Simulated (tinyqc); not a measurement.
## Via and link resistance from two via chains

Problem. A chain of 5000 vias joined by 5000 metal links has R = 5000 (Rv + Rlink), with Rlink proportional to the link length. Find Rv, Rlink for length L, and the value of Rv that the short chain would give if the links were ignored.

resistance of chains of 5000 links with link lengths L and 3 L (ohm): 1.06e5  1.18e5

Answer. R per link is a straight line in the link length; its intercept at zero length is Rv.

Rv = 20.00 ohm
Rlink = 1.200 ohm
Rv without correction = 21.20 ohm

Numbers from tinyqc (`OMP_NUM_THREADS=1 python tinyqc.py 2750156 2750157 out.jsonl`; about 0.01 s on one thread of a shared Intel Xeon 2.30GHz).
